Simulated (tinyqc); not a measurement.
# Polarisation charge from two barrier thicknesses

Inverse problem. Voff = phiB - dEc - q sigma d/(eps0 eb). Find sigma, phiB - dEc and the thickness at which Voff = 0.

Constants: q = 1.602176634e-19 C, eps0 = 8.8541878128e-14 F/cm where lengths are in cm. Results are converted to the units shown.

Voff at d = 12 and 33 nm (V): [-3.7002449, -11.406273]
eb = 9.495

Answer. Voff is a straight line in d: its slope is -q sigma/(eps0 eb) and its intercept phiB - dEc.

sigma = 1.93e13 cm^-2
phiB - dEc = 0.703 V
thickness for Voff = 0 = 1.92 nm

tinyqc, about 0.01 s, one thread, Intel Xeon 2.30GHz (shared host): `OMP_NUM_THREADS=1 python tinyqc.py 2180017 2180018 out.jsonl`
